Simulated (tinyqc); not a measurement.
Changing the mass of the heavy element at fixed Z and stopping: Rutherford backscattering from a thin compound film on silicon: kinematics, yields, composition and thickness. Computed by tinyqc, a small Python program. Command: `OMP_NUM_THREADS=1 python tinyqc.py 3003171 3003172 out.jsonl rbs sweep`. One thread of a shared host (Intel(R) Xeon(R) Processor @ 2.30GHz), about 0.01 s of CPU time with the checks.

Singly charged helium ions (Z1 = 2, M1 = 4.0026 u) enter at the tilt angle a1 to the normal and leave at a2 = |180 - theta - tilt| in the same plane. The film is A B_x.

Inputs (values chosen for the exercise, modelled on a helium beam on WSi2):
```
quantity                                value           unit
beam energy E0                              2            MeV
scattering angle theta                    160        degrees
tilt of the sample                         30        degrees
heavy element: stopping eps_A at 2 MeV    114  1e-15 eV cm^2
light element: mass M_B                 28.09              u
light element: stopping eps_B at 2 MeV   50.8  1e-15 eV cm^2
atoms of B per atom of A, x              1.76              -
atomic density of the film                 73         1/nm^3
film thickness d                          9.3             nm
detector resolution (FWHM)                 11            keV
```

Method:
- Kinematic factor K = [(sqrt(M^2 - M1^2 sin^2 theta) + M1 cos theta)/(M + M1)]^2.
- Surface edges lie at K E0; substrate silicon has M = 28.09 u. Mass resolution at M_A = resolution/(E0 dK/dM).
- Stopping per atom eps(E) = eps(2 MeV) (E/2 MeV)^(-0.4) (a law chosen for the exercise); Bragg rule eps_film = (eps_A + x eps_B)/(1 + x); areal density N d, with 1/nm^2 = 0.1 x 1e15/cm^2.
- Width of the signal of element i: [K_i eps(E0)/cos a1 + eps(K_i E0)/cos a2] N d; depth resolution = resolution x d/width of A; energy lost on the way in = eps(E0) N d/cos a1.

One run for each value:
```
heavy element: mass M_A (u)  mass resolution at M_A (u)  depth resolution (nm)
30                                                0.527                 10.558
45                                                1.006                 10.310
60                                                1.645                 10.135
80                                                2.746                  9.982
110                                               4.929                  9.844
140                                               7.751                  9.760
170                                              11.209                  9.703
200                                              15.306                  9.663
```

Over the rows, mass resolution at M_A (u) rises from 0.527 to 15.3 (exponent d ln y / d ln x 1.6 between the first rows and 1.9 between the last); depth resolution (nm) falls from 10.6 to 9.66 (exponent d ln y / d ln x -0.059 between the first rows and -0.026 between the last). For M much above M1, 1 - K falls as 1/M, so dK/dM falls as 1/M^2.

Caution (all rows): the silicon signal of the film merges with that of the substrate, so only the width of A can be read directly.
